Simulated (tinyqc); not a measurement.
The mobility curve: inversion-layer mobility, back-scattering and ballistic limit of a field-effect transistor. Computed by tinyqc, a small Python program. Command: `OMP_NUM_THREADS=1 python tinyqc.py 3026420 3026421 out.jsonl mos walk`. One thread of a shared host (Intel(R) Xeon(R) Processor @ 2.30GHz), about 0.01 s of CPU time with the checks.

The charge at the top of the source barrier is fixed by the gate; series resistance and short-channel effects are left out. F_j are Fermi integrals normalised to exp(eta) in the classical limit.

Inputs (values chosen for the exercise, modelled on a silicon n-channel):
```
quantity                                       value        unit
weight w of the inversion charge                 0.5           -
permittivity eps                                11.7           -
phonon mobility at 1 MV/cm and 300 K, mu_ph      350  cm^2/(V s)
roughness mobility at 1 MV/cm, mu_sr            1700  cm^2/(V s)
Coulomb mobility at N_inv = 1e12/cm^2, mu_C      630  cm^2/(V s)
electrical oxide thickness t_inv                 1.2          nm
depletion charge N_dep                       1.8e+12      1/cm^2
temperature T                                    200           K
```

Statistics at the top of the barrier: Fermi-Dirac.

Constants: eps_0 = 8.8541878128e-12 F/m; e = 1.602176634e-19 C.

Method. N_inv = 3.9 eps_0 (V_G - V_T)/(e t_inv); effective field E_eff = e (N_dep + w N_inv)/(eps eps_0). mu_phonon = mu_ph (E_eff/1 MV/cm)^(-0.3) (T/300 K)^(-1.75); mu_rough = mu_sr (E_eff/1 MV/cm)^(-2); mu_Coulomb = mu_C (N_inv/1e12 cm^-2) (T/300 K); Matthiessen's rule adds 1/mu.

Mobilities (cm^2/(V s)):
```
V_G - V_T (V)  N_inv (1/cm^2)  E_eff (MV/cm)  phonon  roughness  Coulomb   total
0.03               5.3882e+11         0.3201  1001.5      16596      226  182.56
0.06               1.0776e+12         0.3617   965.4      12993      453  301.01
0.12               2.1553e+12         0.4451   907.2       8583      905  430.38
0.20               3.5921e+12         0.5562   848.5       5496     1509  494.25
0.35               6.2862e+12         0.7645   771.3       2909     2640  495.27
0.50               8.9803e+12         0.9728   717.5       1796     3772  451.35
0.75               1.3470e+13         1.3201   654.7        976     5658  366.41
1.00               1.7961e+13         1.6673   610.4        612     7543  293.60
1.50               2.6941e+13         2.3617   549.9        305    11315  192.75
```

The lowest part is Coulomb from 0.0300 to 0.120, phonon from 0.200 to 1.00, roughness at 1.50 V. The total peaks at 495 near E_eff = 0.76 MV/cm: screening lifts it at low density and the field presses it down at high density.

Extremes, crossings and ranges named in words are read from the listed rows.
